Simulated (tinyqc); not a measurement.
Lossy package transmission line with skin effect: two steps of the calculation.

A uniform line in a homogeneous dielectric: c = sqrt(er)/(c0 Z0), l = Z0 sqrt(er)/c0 (c0 = 299792458 m/s), g = w c td, w = 2 pi f. The resistance joins its limits as r = sqrt(r_dc^2 + r_hf^2), with r_dc = rho/(wd th), r_hf = kr rho/(2 delta (wd + th)), delta = sqrt(rho/(pi f mu0)), mu0 = 4 pi 1e-7 H/m; this is an interpolation, and internal inductance, up to 0.05 nH/mm at low frequency, is neglected.

Inputs (values chosen for the exercise):
- wd = 56 um (width of the strip)
- th = 11 um (thickness of the strip)
- rho = 2.2 uohm cm (resistivity)
- er = 2.7 (relative permittivity)
- td = 0.002 (loss tangent)
- Z0 = 60 ohm (lossless impedance sqrt(l/c))
- kr = 2 (factor for crowding and the return path)
- Rg = 10 ohm (source resistance)
- RL = 100 ohm (load resistance)
- CL = 100 fF (load capacitance)
- f = 22 GHz (frequency)

Problem 1. Line constants. delta, r_dc, r_hf, r, l, c and g as defined.

Find: delta; r_dc; r_hf; r; l; c; g.

Solution 1.

delta = 0.5033 um
r_dc = 0.03571 ohm/mm
r_hf = 0.6524 ohm/mm
r = 0.6534 ohm/mm
l = 0.3289 nH/mm
c = 91.35 pF/m
g = 0.02525 S/m

r is 18.3 times r_dc; the skin depth is 0.0458 of the thickness.

Problem 2. Reflection, input impedance and transfer. ZL = 1/(1/RL + i w CL); reflection (ZL - Zc)/(ZL + Zc); Zin = Zc (ZL + Zc tanh(gamma len))/(Zc + ZL tanh(gamma len)); H = V_load/V_source = [Zin/(Zin + Rg)]/[cosh(gamma len) + (Zc/ZL) sinh(gamma len)].

gamma len = 0.0204683+2.5002646i
Zc = 60.001891-0.371192i ohm

Give: ZL; reflection at the load; Zin; H; |H|.

Solution 2.

ZL = 34.36-47.49i ohm
reflection at the load = -0.0147-0.5068i
Zin = 146.4-59.3i ohm
H = -0.6760-0.1706i
|H| = -3.133 dB

Numbers from tinyqc (`OMP_NUM_THREADS=1 python tinyqc.py 2810130 2810131 out.jsonl`; about 0.01 s on one thread of a shared Intel Xeon 2.30GHz).
